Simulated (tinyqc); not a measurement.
# Gate sheet resistance from two finger widths

Problem. At low frequency R = Rsh Wf/(3 L) + B/Wf, where B collects the channel and vertical terms. Find Rsh, B and the width of lowest R.

Values chosen for this exercise:
- L = 0.5 um (channel length)

input resistance of single fingers, contacted at one end, of width 2 and 4.3 um (ohm): [117.66667, 92.919380]

Solution. R Wf is a straight line in Wf^2; the minimum of R lies where both terms are equal.

Rsh = 17.0 ohm/square
B = 190 ohm um
width of lowest R = 4.09 um

Computed by the program tinyqc: `OMP_NUM_THREADS=1 python tinyqc.py 2262104 2262105 out.jsonl`, one thread of a shared Intel Xeon 2.30GHz, about 0.01 s for the whole run.
